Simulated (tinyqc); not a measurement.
One gate, two gates and a surrounding gate.

Below threshold the potential that source and drain add obeys Laplace's equation, vanishes on the gates and decays along the channel as exp(-k y). The same ts (depleted depth over a conducting body, body thickness or wire diameter), ti and permittivities in three geometries; k is the smallest positive root of: one gate, f(k) = eps_r sin(k ti) cos(k ts) + ei cos(k ti) sin(k ts); two gates, f(k) = ei cos(k ti) cos(k ts/2) - eps_r sin(k ti) sin(k ts/2); wire, f(k) = ei J0(u)[J1(u) Y0(v) - Y1(u) J0(v)] - eps_r J1(u)[J0(u) Y0(v) - Y0(u) J0(v)], u = k ts/2, v = u + k ti. Parabolic estimates of l: sqrt((eps_r/ei) ts ti); sqrt((eps_r/(2 ei)) ts ti (1 + ei ts/(4 eps_r ti))); sqrt([2 eps_r ts^2 ln(1 + 2 ti/ts) + ei ts^2]/(16 ei)), in the same order.

Values chosen for this exercise; permittivities: semiconductor close to that of silicon, insulator close to that of silicon dioxide:
```
symbol,value,unit,meaning
eps_r,11.9,,relative permittivity of the semiconductor
ei,3.82,,relative permittivity of the insulator
ti,1.7,nm,insulator thickness
ts,12.9,nm,body thickness
```

Scale lengths (nm):
```
,Lambda = pi/k,l = 1/k,l(parabolic)
one gate over a conducting body,17.20,5.475,8.265
two gates,22.11,7.039,7.413
wire,14.56,4.634,5.056
```

The wire has the shortest scale length, 0.658 times that of the double gate; the single gate over a conducting body has 0.778 times it, its layer ending directly on a conductor where the double gate has a second insulator. The parabolic estimates are 51 % above, 5.3 % above and 9.1 % above the exact l, in the order of the rows.

Numbers from tinyqc (`OMP_NUM_THREADS=1 python tinyqc.py 2420134 2420135 out.jsonl`; about 0.01 s on one thread of a shared Intel Xeon 2.30GHz).
